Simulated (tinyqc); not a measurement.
Hubbard chain of 3 sites, step by step. Computed by tinyqc, a small Python program that keeps every step. Settings: hopping = 1.79, U = 10.4, mixing = 0.2, iteration cap = 88. Command: `OMP_NUM_THREADS=1 python tinyqc.py 21001 21002 out.jsonl` (the two numbers bound the seeds that draw the settings). One thread of a shared host (Intel(R) Xeon(R) Processor @ 2.60GHz), about 0.3 s of CPU time with the checks.

one-body matrix (hopping and site energies) (eV):
```
           1          2          3
1   0.380000  -1.790000   0.000000
2  -1.790000   0.270000  -1.790000
3   0.000000  -1.790000   0.250000
```

U = 10.400000 eV

electrons, up and down: 2  1

n(up) at the start (a guess, not normalised): 1 0.967000, 2 0.367000, 3 0.967000

n(down) at the start (a guess): 1 0.033000, 2 0.633000, 3 0.033000

Each step fills the lowest levels of T + U n(other spin) and sets n(new) = n + mixing (n(out) - n); stop when output and input agree to 1e-8.

Course of the cycle:
```
iteration       E (eV)  largest |n(out) - n(in)|  mean |n_up - n_down|
1          -0.16073469                  2.56e-01              0.850991
2          -0.21131922                  2.16e-01              0.865860
3          -0.24494606                  1.81e-01              0.877253
4          -0.26730517                  1.51e-01              0.886063
5          -0.28221110                  1.26e-01              0.892940
6          -0.29218524                  1.05e-01              0.898356
7          -0.29888643                  8.72e-02              0.902657
8          -0.30340664                  7.24e-02              0.906096
9          -0.30646701                  6.00e-02              0.908863
10         -0.30854593                  4.97e-02              0.911102
11         -0.30996230                  4.11e-02              0.912922
...                ...                       ...                   ...
78         -0.31304955                  1.46e-07              0.921383
79         -0.31304955                  1.21e-07              0.921383
80         -0.31304955                  1.01e-07              0.921383
81         -0.31304955                  8.38e-08              0.921383
82         -0.31304955                  6.97e-08              0.921383
83         -0.31304955                  5.79e-08              0.921383
84         -0.31304955                  4.82e-08              0.921383
85         -0.31304955                  4.01e-08              0.921383
86         -0.31304955                  3.33e-08              0.921383
87         -0.31304955                  2.77e-08              0.921383
88         -0.31304955                  2.30e-08              0.921383
```

Can the last value be used, and what does the course show?

Not by the stop rule, although the second column moves by less than 1e-07 over the last three steps. Not converged within 88 iterations: the residual falls steadily but slowly, by a factor of about 0.83 a step. The lowest mean-field energy found from random starts is -0.31305 eV. Reruns (cap 100 unless said): mixing 0.5: converged in 32 (E = -0.31305); mixing 0.9: converged in 14 (E = -0.31305); the original settings with a cap of 400: converged in 93 (E = -0.31305).
